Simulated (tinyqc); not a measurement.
Resistance of a source-drain extension with a graded tip: two steps of the calculation.

y runs along the channel, the gate covers y > 0. The doping is N0 for y < y0 and N0 10^(-(y - y0)/la) beyond, uniform over the depth xj. Sheet conductance s(y) = q mu(N) max(N - Nch, 0) xj + (for y > 0) ma Cox Vo, with mu(N) = u0 + (u1 - u0)/(1 + (N/Nr)^au) and Cox = eps0 eox/tox. Current is taken as one-dimensional; depletion of the tip, spreading and the contact are left out. The metallurgical junction lies at yj, where N = Nch.

Inputs (values chosen for the exercise); mobility law close to that of electrons in silicon:
- eox = 3.9 (relative permittivity of the gate insulator (close to silicon dioxide))
- tox = 2.2 nm (insulator thickness)
- N0 = 1e20 cm^-3 (active doping of the extension far from the gate)
- la = 3.9 nm/decade (lateral abruptness)
- y0 = 2.6 nm (position under the gate where the fall begins (gate edge at 0))
- xj = 18 nm (depth of the extension)
- Nch = 4.6e17 cm^-3 (channel doping)
- Vo = 0.5 V (gate overdrive)
- ma = 110 cm^2/(V s) (mobility of the gate-induced layer)
- u1 = 1414 cm^2/(V s) (mobility at low doping)
- u0 = 68.5 cm^2/(V s) (mobility at high doping)
- Nr = 9.2e16 cm^-3 (reference doping)
- au = 0.711 (exponent)
- Lg = 60 nm (gate length)

Constants: q = 1.602176634e-19 C, eps0 = 8.8541878128e-14 F/cm where lengths are in cm. Results are converted to the units shown.

Question 1. Sheet resistances and junction position. yj = y0 + la log10(N0/Nch); sheet resistance of the full extension 1/[q mu(N0)(N0 - Nch) xj] and of the gate-induced layer 1/(ma Cox Vo); metallurgical length Lg - 2 yj; ye is where the doped and the gate-induced conductances are equal.

Give: yj; sheet resistance of the extension; sheet resistance of the induced layer; metallurgical length; ye; N at ye.

Answer 1.

yj = 11.715 nm
sheet resistance of the extension = 447.92 ohm/square
sheet resistance of the induced layer = 11584 ohm/square
metallurgical length = 36.570 nm
ye = 9.3188 nm
N at ye = 1.8934e18 cm^-3

The gate takes over 2.40 nm before the junction, where N is still 4.12 times the channel doping.

Question 2. Resistance of the overlapped part. Midpoint rule on 10 equal steps from 0 to yj: R_ov = sum h/s(y), per width.

Find: y; N; doped conductance; sheet resistance; R_ov.

Answer 2.

```
point  y (nm)  N (cm^-3)  doped conductance (uS)  sheet resistance (ohm/square)
0      0.5858   1.000e20                    2233                          431.2
1       1.757   1.000e20                    2233                          431.2
2       2.929   8.235e19                    1869                          511.4
3       4.100   4.124e19                    1009                          913.0
4       5.272   2.065e19                   562.2                           1542
5       6.443   1.034e19                   324.2                           2436
6       7.615   5.178e18                   191.8                           3595
7       8.786   2.593e18                   112.6                           5026
8       9.958   1.298e18                   59.54                           6855
9       11.13   6.501e17                   18.46                           9543
```

R_ov = 36.65 ohm um

Program tinyqc, `OMP_NUM_THREADS=1 python tinyqc.py 2282263 2282264 out.jsonl`; Intel Xeon 2.30GHz, shared host, one thread, about 0.03 s.
